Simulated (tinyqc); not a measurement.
What moves the exposure: standing waves and exposure in a photoresist film.

Normal incidence from air. Unexposed resist: N1 = n1 + i k1 with k1 = (A + B) lam/(4 pi), lam in micrometres. r01 = (1 - N1)/(1 + N1), t01 = 2/(1 + N1). Substrate Ns = ns + i ks: r12 = (N1 - Ns)/(N1 + Ns). With p = exp(2 pi i N1 d/lam), the field at depth z is E(z) = t01 [exp(2 pi i N1 z/lam) + r12 p^2 exp(-2 pi i N1 z/lam)]/(1 + r01 r12 p^2), the relative intensity I(z) = n1 |E(z)|^2 and the reflectance R = |(r01 + r12 p^2)/(1 + r01 r12 p^2)|^2.

Inputs chosen for the exercise (a resist on W, indices near tabulated ones; the results hold for these values, not for the real material):

| symbol | value | unit | meaning |
|---|---|---|---|
| lam | 248 | nm | vacuum wavelength |
| n1 | 1.779 |  | resist index |
| A | 0.08 | 1/micrometre | bleachable absorption (Dill A) |
| B | 0.85 | 1/micrometre | fixed absorption (Dill B) |
| d | 563 | nm | resist thickness |
| ns | 3.381 |  | substrate n |
| ks | 2.918 |  | substrate k |

The mean of I is over 800 depths. Each row changes one parameter from the base and keeps the others.

Results:

| case | \|r12\|^2 | R | mean I | I at the bottom |
|---|---|---|---|---|
| base | 0.3113 | 0.2593 | 0.7682 | 0.1781 |
| d = 573 nm | 0.3113 | 0.1312 | 0.8935 | 0.2066 |
| n1 = 1.797 | 0.3081 | 0.1939 | 0.8328 | 0.1967 |
| B = 1.05 1/micrometre | 0.3105 | 0.2327 | 0.7258 | 0.1608 |
| ks = 2.626 | 0.2786 | 0.2456 | 0.7596 | 0.1877 |
| ns = 3.719 | 0.3133 | 0.2660 | 0.7621 | 0.1602 |

The largest shifts from the base row, up to three for each result and ties (the steps differ in size, so this ranks the rows, not the parameters). |r12|^2: ks -0.0327, n1 -0.0033, ns +0.0019; unchanged at the printed digits by d. R: d -0.1281, n1 -0.0653, B -0.0266. mean I: d +0.1253, n1 +0.0646, B -0.0424. I at the bottom: d +0.0285, n1 +0.0186, ns -0.0179.

tinyqc: `OMP_NUM_THREADS=1 python tinyqc.py 1652316 1652317 out.jsonl`; about 0.01 s, one thread, shared Intel(R) Xeon(R) Processor @ 2.30GHz.
